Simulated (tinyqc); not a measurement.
# Area and perimeter leakage from two diodes

Problem. A square diode and a finger diode leak I = JA area + JP perimeter. Find JA, JP and the side of the square at which both parts are equal.

areas (um^2): 10000  39000
perimeters (um): 400  15990
leakage currents (pA): 0.646  10.311600

Answer. Two linear equations give JA and JP; for a square of side a, JA a^2 = 4 JP a at a = 4 JP/JA.

JA = 4.30e-9 A/cm^2
JP = 5.40e-12 A/cm
side for equal parts = 50.2 um

Computed by the program tinyqc: `OMP_NUM_THREADS=1 python tinyqc.py 2290074 2290075 out.jsonl`, one thread of a shared Intel Xeon 2.30GHz, about 0.01 s for the whole run.
